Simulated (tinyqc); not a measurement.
Alloy A(1-x)B(x) by interpolation with bowing, step by step. Values are carried at full precision from step to step, so a last printed digit may differ when a step is redone from the rounded ones.

Each gap follows E(x) = (1 - x) E_A + x E_B - C x (1 - x); the lattice constant follows Vegard, a(x) = (1 - x) a_A + x a_B.

Constants: hc = 1239.841984 eV nm; kB = 8.617333262e-05 eV/K.

Values chosen for the exercise (A near GaAs, B near GaP; shifted at random, so the results belong to these values and not to a real crystal): a = (5.65, 5.459) angstrom (lattice constant of A, B); x = 0.66 (fraction of B); Eg = (1.527, 2.876) eV (gap at Gamma to the s-like level of A, B); EgX = (1.966, 2.37) eV (gap to the lowest valley along Gamma-X of A, B); EgL = (1.803, 2.682) eV (gap to L of A, B); C = (0.19, 0.3, 0.192) eV (bowing of the Gamma, X and L gaps); Dso = (0.344, 0.08) eV (spin-orbit splitting of A, B); Ep = (25.9, 31.2) eV (Kane energy of A, B); me = (0.0668, 0.1319) m0 (electron mass at Gamma of A, B); Cs = 0 eV (bowing of Dso); md = (0.1032, 0.84, 0.61) m0 (density-of-states masses of Gamma, all X and all L valleys); T = 300 K (temperature).

## Gaps and lattice constant at x

Also give the wavelength hc/E of the lowest gap.

a(x) = 5.5239 angstrom

linear parts (eV): Gamma 2.4173, X 2.2326, L 2.3831

bowing terms C x (1 - x) (eV): Gamma 0.0426, X 0.0673, L 0.0431

gaps (eV): Gamma 2.3747, X 2.1653, L 2.3401

wavelength of the lowest gap = 572.6 nm

The lowest valley is X, so the gap is indirect; the next, L, lies 175 meV higher.

## Where the valleys cross

The difference of two gaps is a quadratic q2 x^2 + q1 x + q0 with q2 = C_i - C_j, q1 = (E_B - E_A - C)_i - (E_B - E_A - C)_j, q0 = E_A,i - E_A,j; give its roots between 0 and 1 (a dash: none).

Crossings:
```
pair         q2      q1      q0  first root  second root
Gamma-X  -0.110   1.055  -0.439      0.4359            -
Gamma-L  -0.002   0.472  -0.276      0.5862            -
X-L       0.108  -0.583   0.163      0.2958            -
```

The lowest valley changes at x = 0.436 (Gamma to X, gap 2.068 eV). The other crossings lie above the lowest valley.

## Electron mass of the alloy

Mass at Gamma from the Kane formula 1/m = F + Ep (Eg + 2 Dso/3)/(Eg (Eg + Dso)). F is fixed by the masses of A and B and interpolated linearly, as is Ep; Eg and Dso carry their bowing.

Compare with the linear interpolation of the masses.

F of A, B: -0.9518  -3.1690

Ep, Eg, Dso at x (eV): 29.3980  2.3747  0.1698

m(x) from the Kane formula = 0.1032 m0
m(x) linear = 0.1098 m0

The Kane value lies 6.0 % below the linear one. The Gamma valley is not the lowest at this x.

## Shares of the electrons in the valleys

Non-degenerate: n_i proportional to md_i^(3/2) exp(-E_i/kT).

md^(3/2): Gamma 0.0332, X 0.7699, L 0.4764

(E - E_min)/kT: Gamma 8.10, X 0.00, L 6.76

shares: Gamma 0.000, X 0.999, L 0.001

X holds most electrons (99.9 %).

## Checks

- The Gamma and X gaps at their crossing x = 0.4359 (eV): both 2.0683.
- The Gamma and L gaps at their crossing x = 0.5862 (eV): both 2.2717.
- The X and L gaps at their crossing x = 0.2958 (eV): both 2.0230.

(tinyqc, `OMP_NUM_THREADS=1 python tinyqc.py 1050198 1050199 out.jsonl`, Intel(R) Xeon(R) Processor @ 2.30GHz, 1 thread, shared host, about 0.01 s.)
